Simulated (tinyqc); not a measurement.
Raising the sheet density: Gamma, L and X subbands of a thin body with non-parabolic valleys.

Hard walls, flat band, c = hbar^2/2m0, energies from the bulk Gamma edge. For a valley at angle theta to the normal 1/m_z = cos^2/ml + sin^2/mt and m_d = sqrt(ml mt^2/m_z). Subband n starts at E_v + e with e (1 + a e) = c (n pi/t)^2/m_z, and its density-of-states mass is taken as m_d (1 + 2 a e), without further growth at higher in-plane energy. Groups are named by valley and degeneracy.

n_i = g m/(2 pi c) kB T ln(1 + exp((EF - E_i)/kB T)), sum n_i = Ns (1e12/cm^2 = 1e-4/angstrom^2), c = hbar^2/2m0. Quantum capacitance Cq = 1602.176634 sum g m/(2 pi c) f_i in microfarad/cm^2 with f_i = 1/(1 + exp((E_i - EF)/kB T)); Cox = 34.5313/eot (one gate); C/Cox = Cq/(Cq + Cox), the centroid term left out.

Constants: hbar^2/2m0 = 3.80998211 eV angstrom^2; kB = 8.617333262e-05 eV/K.

Parameters, chosen for this exercise (near those of a thin InAs channel; the results hold for these values, not for the real material): face = 100 (surface); mG = 0.0265 m0 (Gamma mass); aG = 2.29 1/eV (Gamma non-parabolicity); EL = 0.709 eV (L edge above Gamma); mL = (0.65, 0.051) m0 (L valleys (four, along <111>): ml, mt); EX = 0.996 eV (X edge above Gamma); mX = (1.09, 0.163) m0 (X valleys (three, along <100>): ml, mt); aS = 0.68 1/eV (non-parabolicity of L and X); t = 66 angstrom (body thickness); T = 300 K (temperature); eot = 8 angstrom (equivalent oxide thickness); Nl = (0.5, 1, 2, 4, 7, 11, 16) x 1e12/cm^2 (sheet densities).

Fixed thickness, n = 1 to 8 of all groups; the gate overdrive above the lowest edge is (EF - E_lowest)/e + 0.1602177 Ns/Cox in volts.

Results:

| Ns (1e12/cm^2) | EF - lowest (eV) | Gamma share (%) | Cq | C/Cox | overdrive (V) |
|---|---|---|---|---|---|
| 0.5 | 0.009 | 100.0 | 2.06 | 0.324 | 0.027 |
| 1.0 | 0.040 | 100.0 | 2.93 | 0.404 | 0.077 |
| 2.0 | 0.090 | 100.0 | 3.43 | 0.443 | 0.164 |
| 7.0 | 0.308 | 100.0 | 4.62 | 0.517 | 0.568 |
| 11.0 | 0.400 | 100.0 | 9.15 | 0.680 | 0.808 |
| 16.0 | 0.482 | 99.5 | 10.35 | 0.706 | 1.076 |

Give the missing row, Ns (1e12/cm^2) = 4.0.

Computed row:
```
Ns (1e12/cm^2)  EF - lowest (eV)  Gamma share (%)    Cq  C/Cox  overdrive (V)
4.0                        0.181            100.0  3.55  0.451          0.329
```

The lowest subband is G1 n=1. At the highest density band filling takes 0.482 V of the 1.076 V overdrive. Cq grows from 2.1 to 10.3 microfarad/cm^2 while EF moves from +0.009 to +0.482 eV against the lowest edge; the Gamma share stays near 100 %.

Computed by tinyqc, a small Python program: `OMP_NUM_THREADS=1 python tinyqc.py 1280398 1280399 out.jsonl` (the numbers bound the seed that draws the inputs); one thread of a shared host (Intel(R) Xeon(R) Processor @ 2.30GHz), about 0.04 s for the whole set of steps.
